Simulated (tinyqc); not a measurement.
Capacitance measurement on a leaky thin oxide: effects of series resistance and leakage: one step of the calculation.

The device is a capacitance C in parallel with a leakage conductance G, in series with Rs and Ls. An impedance meter reports either a parallel pair (Cp, Gp) from Y = 1/Z = Gp + i w Cp or a series pair (Cs, Rm) from Z = Rm + 1/(i w Cs); w = 2 pi f, dissipation D = Gp/(w |Cp|).

Task. True capacitance and conductance. EOT = 3.9 tox/eox; CET = EOT + zc + zp; C = 3.9 eps0 A/CET; G = Jg A/Vs.

Values chosen for this exercise; values of the order met in thin-oxide MOS capacitors:

| symbol | value | unit | meaning |
|---|---|---|---|
| eox | 22.3 |  | relative permittivity of the gate insulator (close to hafnium oxide) |
| tox | 3.6 | nm | insulator thickness |
| A | 400 | um^2 | gate area |
| zc | 0.44 | nm | oxide-equivalent thickness added by the accumulation layer |
| zp | 0 | nm | oxide-equivalent thickness added by gate depletion |
| Jg | 0.077 | A/cm^2 | gate leakage current density, not matched to the thickness |
| Vs | 0.39 | V | voltage for an e-fold rise of the leakage |

Constants: eps0 = 8.8541878128e-14 F/cm where lengths are in cm. Results are converted to the units shown.

Find: EOT; CET; C; G.

Result.

EOT = 0.6296 nm
CET = 1.070 nm
C = 12.91 pF
G = 0.7897 uS

Program tinyqc, `OMP_NUM_THREADS=1 python tinyqc.py 2022082 2022083 out.jsonl`; Intel Xeon 2.30GHz, shared host, one thread, about 0.01 s.
